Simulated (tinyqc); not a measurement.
Vacuum evaporation: vapour pressure, source flux, thickness distribution, purity and step coverage: one step, computed by the program tinyqc.

Molecular flow, unit sticking of the metal, no re-evaporation. The background gas is taken as water vapour (18.015 g/mol, collision diameter 0.37 nm) at 300 K.

Question. Scattering and purity. Mean free path lambda = k_B T_g/(sqrt2 pi d^2 p); unscattered share exp(-h/lambda); gas arrival p/sqrt(2 pi m_g k_B T_g); impurity ratio = sticking x gas arrival/metal arrival; monolayer time = 1e15 cm^-2/(sticking x gas arrival).

Inputs (values chosen for the exercise, modelled on indium, with constants for the liquid):

| quantity | value | unit |
|---|---|---|
| source temperature T | 1070 | K |
| source-to-wafer distance h | 64 | cm |
| background pressure p | 0.0001 | Pa |
| sticking of background gas | 0.8 | - |

arrival rate at the centre = 4.610044e+13 1/(cm^2 s)

Constants: k_B = 1.380649e-23 J/K; u = 1.6605390666e-27 kg.

Give: mean free path; unscattered share; gas arrival rate; impurity ratio; monolayer time.

Answer.

mean free path = 68.10 m

unscattered share = 0.9906

gas arrival rate = 3.584e+14 1/(cm^2 s)

impurity ratio = 6.219

monolayer time = 3.488 s

The gas that sticks amounts to more than a tenth of the metal, although few metal atoms scatter on the way: purity, not the free path, sets the vacuum needed. Caution: more gas than metal sticks, so a compound rather than a metal film would grow.
